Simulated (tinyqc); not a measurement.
Kinetic Monte Carlo and master equation for a particle on a ring of sites with traps and bias: one step, computed by the program tinyqc.

6 sites on a ring, numbered 1 to 6. The saddle between i and i+1 lies at E0 + s b_i and site i at s eps_i; a force F tilts the landscape, with the saddle half-way.

Problem. Steady state. Master equation dP/dt = W P, W_(i+1,i) = k right, W_(i-1,i) = k left, columns summing to zero. The steady state is its null vector; drift v = a sum P_i (k right - k left). D = a^2 lambda''(0)/2, where lambda(q) is the leading eigenvalue of W with right hops weighted by exp(q) and left hops by exp(-q). The slowest relaxation rate is minus the real part of the next eigenvalue of W. 1 angstrom = 1e-8 cm.

Inputs (values chosen for the exercise, for a model defect): temperature T = 400 K; site spacing a = 3.5 angstrom.

Disorder: both.

Rates, shares of right hops and mean stays:

| site | k right (1/s) | k left (1/s) | share right | mean stay (s) |
|---|---|---|---|---|
| 1 | 50352 | 39348.2 | 0.5613385 | 1.114819e-05 |
| 2 | 5865829 | 172781.3 | 0.9713872 | 1.656010e-07 |
| 3 | 44836 | 149451.2 | 0.2307699 | 5.147030e-06 |
| 4 | 1059161 | 188492.9 | 0.8489221 | 8.015041e-07 |
| 5 | 815769 | 346643.8 | 0.7017894 | 8.602797e-07 |
| 6 | 1260546 | 266986.0 | 0.8252175 | 6.546507e-07 |

Constants: k_B = 8.617333262e-05 eV/K.

Give: occupations P_i; drift velocity v; diffusivity D; slowest relaxation rate.

Solution.

occupations P_i: 0.4010  0.0157  0.5005  0.0263  0.0301  0.0264

drift velocity v = 0.003670 cm/s

diffusivity D = 1.948e-10 cm^2/s

slowest relaxation rate = 92366 1/s
